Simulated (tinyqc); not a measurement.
Cahn-Hilliard equation on a periodic one-dimensional grid: one step, computed by the program tinyqc. Command: `OMP_NUM_THREADS=1 python tinyqc.py 3023097 3023098 out.jsonl cahn walk`. One thread of a shared host (Intel(R) Xeon(R) Processor @ 2.30GHz), about 0.03 s of CPU time with the checks.

Free energy F = h sum_j [A (c_j^2 - 1)^2/4 + (kappa/2) ((c_(j+1) - c_j)/h)^2]; dc/dt = Lap(mu), mu = A (c^3 - c) - kappa Lap(c), Lap(y)_j = (y_(j+1) - 2 y_j + y_(j-1))/h^2, mobility 1; the grid has n = 12 points.

Problem. The first step. Start: c_j = c0 + amplitude x (z_j - mean of z). With Fourier components y_m = sum_j y_j exp(-2 pi i j m/n): c_m(new) = [c_m - dt lambda_m N_m]/(1 + dt kappa lambda_m^2), N = A (c^3 - c), lambda_m = (4/h^2) sin^2(pi m/n).

Inputs (values chosen for the exercise, in reduced units):

| quantity | value | unit |
|---|---|---|
| spacing h | 1.4 | - |
| well depth A | 1.2 | - |
| gradient coefficient kappa | 0.94 | - |
| mean composition c0 | -0.21 | - |
| noise amplitude | 0.02 | - |
| time step dt | 0.13 | - |

Scheme: semi-implicit Fourier.

random numbers: -0.462  0.998  -0.778  0.282  -0.181  0.459  -0.657  0.629  0.794  -0.169  0.539  -0.106

Give: c at the start; mu at the start; c after one step; F at the start; F after one step.

Solution.

c at the start: -0.2215  -0.1923  -0.2278  -0.2066  -0.2159  -0.2031  -0.2254  -0.1997  -0.1964  -0.2156  -0.2015  -0.2144

mu at the start: 0.2353  0.2533  0.2320  0.2520  0.2364  0.2505  0.2337  0.2408  0.2374  0.2307  0.2449  0.2426

c after one step: -0.2203  -0.1941  -0.2259  -0.2082  -0.2146  -0.2045  -0.2243  -0.2001  -0.1965  -0.2145  -0.2023  -0.2146

F at the start = 4.606

F after one step = 4.606
